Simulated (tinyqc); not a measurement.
Spin curve: spin coating of a resist or spin-on film: centrifugal thinning, evaporation and the final thickness (Emslie and Meyerhofer models). Computed by tinyqc, a small Python program. Command: `OMP_NUM_THREADS=1 python tinyqc.py 3111325 3111326 out.jsonl spincoat walk`. One thread of a shared host (Intel(R) Xeon(R) Processor @ 2.30GHz), about 0.09 s of CPU time with the checks.

A Newtonian film stays uniform over the wafer; solvent and solids have the same density and the concentration is uniform through the thickness.

Inputs (values chosen for the exercise, of the order of those of a polymer resist in an ester solvent):

| quantity | value | unit |
|---|---|---|
| solids volume fraction c0 | 0.29 | - |
| kinematic viscosity of the solvent nu_s | 1.8 | mm^2/s |
| viscosity constant k | 470 | mm^2/s |
| viscosity exponent gamma | 2.3 | - |
| spin speed f | 2000 | rpm |
| evaporation rate at 1000 rpm e0 | 0.15 | micrometre/s |
| starting thickness h0 | 600 | micrometre |
| wafer radius R | 100 | mm |

Method:
- omega = 2 pi f/60; nu(c) = nu_s + k c^gamma; evaporation rate e = e0 sqrt(f/1000 rpm).
- Flow constant K = 2 omega^2/(3 nu(c0)); Reynolds number of the air omega R^2/nu_air with nu_air = 15 mm^2/s.
- Meyerhofer estimate: flow rules until (1 - c0) K h^3 = e, then evaporation alone: h_w = (e/((1 - c0) K))^(1/3), dry film c0 h_w.
- Full model for solids s and liquid l per area, h = s + l, c = s/h: ds/dt = -c Q, dl/dt = -(1 - c) Q - e, Q = 2 omega^2 h^3/(3 nu(c)); integrated adaptively (relative tolerance 1e-9) until l = 0.

dry film, estimate = 1934.78 nm

Dry film against speed:

| f (rpm) | full model (nm) | estimate (nm) | time to dry (s) |
|---|---|---|---|
| 500 | 4148.7 | 3869.6 | 112.99 |
| 1000 | 2933.6 | 2736.2 | 56.50 |
| 1500 | 2395.2 | 2234.1 | 37.67 |
| 2000 | 2074.3 | 1934.8 | 28.25 |
| 3000 | 1693.7 | 1579.7 | 18.83 |
| 4000 | 1466.8 | 1368.1 | 14.13 |
| 6000 | 1197.6 | 1117.0 | 9.42 |

What does the comparison show, and why?

The full thickness goes as f^-0.500; the estimate as (e/omega^2)^(1/3) = f^(-1/2). The time to dry goes as f^-1.00. A thickness window of 1 % allows a speed error of about 2 %.
